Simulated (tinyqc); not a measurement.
Chemically amplified photoresist: aerial image, acid generation, bake, development and line width. Changing the mean dose E. Computed by tinyqc, a small Python program. Command: `OMP_NUM_THREADS=1 python tinyqc.py 3012054 3012055 out.jsonl resist sweep`. One thread of a shared host (Intel(R) Xeon(R) Processor @ 2.30GHz), about 0.03 s of CPU time with the checks.

Lines and spaces of pitch p with a two-beam-like image; x = 0 is the middle of the bright space. The resist is positive and treated as uniform in depth.

Inputs (values chosen for the exercise, for a model resist at 248 nm):

| quantity | value | unit |
|---|---|---|
| pitch p | 310 | nm |
| image contrast c | 0.79 | - |
| Dill parameter C | 0.048 | cm^2/mJ |
| quencher load q, relative to the acid generator | 0.15 | - |
| acid diffusivity D | 8.4 | nm^2/s |
| bake time t | 90 | s |
| amplification rate k_amp | 0.062 | 1/s |
| threshold protection m_th | 0.51 | - |
| development selectivity n | 5 | - |
| largest rate r_max | 300 | nm/s |
| smallest rate r_min | 0.041 | nm/s |
| resist thickness d | 300 | nm |
| development time t_d | 30 | s |
| photon energy | 5 | eV |
| absorption coefficient alpha | 0.91 | 1/um |

Method:
- Dose E(x) = E [1 + c cos(2 pi x/p)]; acid h = 1 - exp(-C E(x)).
- Bake: the acid image is blurred by a Gaussian of variance sigma^2 = 2 D t (each Fourier term k of h, taken on 64 points, is multiplied by exp(-4 pi^2 k^2 D t/p^2)).
- Cosine coefficients: h(x) = sum_k h_k cos(2 pi k x/p).
- The quencher then removes q, h_eff = max(h_blurred - q, 0); protection m = exp(-k_amp t h_eff).
- Mack rate r = r_max (a + 1)(1 - m)^n/(a + (1 - m)^n) + r_min, a = ((n + 1)/(n - 1))(1 - m_th)^n.
- Edge: vertical development clears the film where r t_d >= d; the space width is twice the x where r = d/t_d.
- Dose sensitivity = d ln(width)/d ln E from widths at 1.005 E and E/1.005; image log-slope at the edge = |d ln E/dx|, normalised by the width (NILS); latitude for 10 % of width = 10 %/sensitivity.
- The edge lies at x = width/2.
- Absorbed photons per volume N = E(edge) alpha/(photon energy), 1 mJ/cm^2 = 62.41509 eV/nm^2, alpha in 1/nm; a Gaussian blur averages over a volume V = (2 sqrt(pi) sigma)^3; relative noise 1/sqrt(N V); edge noise sigma_x = (dh/d ln E) noise/|dh/dx|, with both derivatives of the blurred acid at the edge.

One run for each value:

| mean dose E (mJ/cm^2) | space width (nm) | dose sensitivity | edge noise from photons (nm) | NILS |
|---|---|---|---|---|
| 3.38 | 71.6 | 4.899 | 0.4383 | 0.478 |
| 3.81 | 105.4 | 2.242 | 0.2988 | 1.072 |
| 4.24 | 128.2 | 1.513 | 0.2482 | 1.633 |
| 4.67 | 145.8 | 1.175 | 0.2217 | 2.165 |
| 5.09 | 159.9 | 0.984 | 0.2063 | 2.662 |
| 5.52 | 172.3 | 0.859 | 0.1966 | 3.150 |
| 5.95 | 183.1 | 0.774 | 0.1909 | 3.618 |
| 6.38 | 192.9 | 0.714 | 0.1882 | 4.066 |
| 6.81 | 201.8 | 0.670 | 0.1879 | 4.495 |

Describe and explain the trends.

Over the rows, space width (nm) rises from 71.6 to 202 (exponent d ln y / d ln x 3.2 between the first rows and 0.69 between the last); dose sensitivity falls from 4.90 to 0.670 (exponent d ln y / d ln x -6.5 between the first rows and -0.96 between the last); edge noise from photons (nm) falls from 0.438 to 0.188 (exponent d ln y / d ln x -3.2 between the first rows and -0.028 between the last). More dose moves the clearing threshold out along the image, so the space widens. Left out: 2.95 (the space does not open, or the whole film clears).

Caution (all rows): lateral development, standing waves and the joint diffusion of acid and quencher are left out, so widths are indicative. Caution (all rows): the noise counts photons alone (acid and quencher statistics add to it) and takes the film as thicker than the blur; a thinner film averages in two dimensions only.
